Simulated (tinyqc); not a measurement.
Heat flow across a film from the phonon Boltzmann equation in the relaxation-time approximation. Changing the film thickness L. Computed by tinyqc, a small Python program. Command: `OMP_NUM_THREADS=1 python tinyqc.py 3006774 3006775 out.jsonl slabbte sweep`. One thread of a shared host (Intel(R) Xeon(R) Processor @ 2.30GHz), about 0.05 s of CPU time with the checks.

Two black walls, hot at x = 0 and cold at x = L, emit phonons isotropically. For one free path Lambda, with tau = x/Lambda, tau_L = L/Lambda and phi = (T - T_cold)/Delta T, energy balance gives phi(tau) = (1/2) [E2(tau) + int_0^tau_L phi(s) E1(|tau - s|) ds]; E_n are the exponential integrals. The flux over the ballistic flux C v Delta T/4 is psi = 1 - 2 int_0^tau_L phi(s) E2(s) ds, and kappa_eff/kappa = (3/4) tau_L psi. kappa = C v Lambda/3 is an input, so at fixed kappa a longer free path means a smaller C v.

Inputs (values chosen for the exercise, modelled on diamond):

| quantity | value | unit |
|---|---|---|
| bulk conductivity kappa | 1850 | W/(m K) |
| wall temperature difference Delta T | 2.8 | K |
| free path Lambda_1 | 440 | nm |
| free path Lambda_2 | 2200 | nm |
| share f_2 of kappa | 0.34 | - |
| free path Lambda_3 | 41000 | nm |
| share f_3 of kappa | 0.074 | - |
| cells n in the small system | 4 | - |

Free-path groups: three.

Method:
- Cut the film into n equal cells with constant phi, collocated at the centres c_i: the kernel integrates to A_ij = |E2(|c_i - e_j|) - E2(|c_i - e_(j+1)|)|/2 for cell edges e_j, and A_ii = 1 - E2(half a cell); solve (1 - A) phi = E2(c)/2; psi = 1 - 2 sum_j phi_j [E3(e_j) - E3(e_(j+1))].
- Use 150 and 300 cells and extrapolate psi = (4 psi(300) - psi(150))/3. The jump at the hot wall is 1 - phi there (linear extrapolation from the first two of 300 cells). Two-flux (diffusion with slip) formula: psi = 1/(1 + 3 tau_L/4).
- Each group is solved on its own with 150 and 300 cells, psi = (4 psi(300) - psi(150))/3, and weighted by its share of kappa (f_1 is what the others leave); exchange of energy between groups inside the film is left out.
- Flux J = kappa_eff Delta T/L; apparent boundary resistance per wall (L/kappa_eff - L/kappa)/2.

One run for each value:

| film thickness L (nm) | kappa_eff (W/(m K)) | flux J (GW/m^2) | jump at the wall / Delta T for Lambda_1 | apparent resistance per wall (m^2 K/GW) |
|---|---|---|---|---|
| 8.8 | 18 | 5.681 | 0.4782 | 0.2441 |
| 18 | 36 | 5.583 | 0.4624 | 0.2459 |
| 38 | 73 | 5.388 | 0.4358 | 0.2496 |
| 80 | 144 | 5.039 | 0.3951 | 0.2562 |
| 170 | 271 | 4.458 | 0.3367 | 0.2681 |
| 350 | 458 | 3.668 | 0.2663 | 0.2871 |
| 730 | 708 | 2.717 | 0.1887 | 0.3180 |
| 1500 | 975 | 1.820 | 0.1201 | 0.3640 |
| 3200 | 1233 | 1.079 | 0.0670 | 0.4326 |
| 6600 | 1432 | 0.607 | 0.0358 | 0.5211 |

Over the rows, kappa_eff (W/(m K)) rises from 17.9 to 1430 (exponent d ln y / d ln x 0.98 between the first rows and 0.21 between the last); flux J (GW/m^2) falls from 5.68 to 0.607 (exponent d ln y / d ln x -0.024 between the first rows and -0.79 between the last); jump at the wall / Delta T for Lambda_1 falls from 0.478 to 0.0358 (exponent d ln y / d ln x -0.047 between the first rows and -0.87 between the last). At the low end the exponent of kappa_eff is 0.98, close to 1: the ballistic limit. At the low end the exponent of flux J is -0.02, close to 0: the ballistic flux does not depend on L. In thin films phonons cross without scattering: the flux is bounded by what the walls emit, and Delta T drops in two jumps of one half each. In thick films the jumps shrink as Lambda/L and the apparent wall resistance tends to a constant.

Caution (rows 8.80): below about 10 nm the film nears the phonon wavelength, and a particle picture fails.

Extremes, crossings and ranges named in words are read from the listed rows.
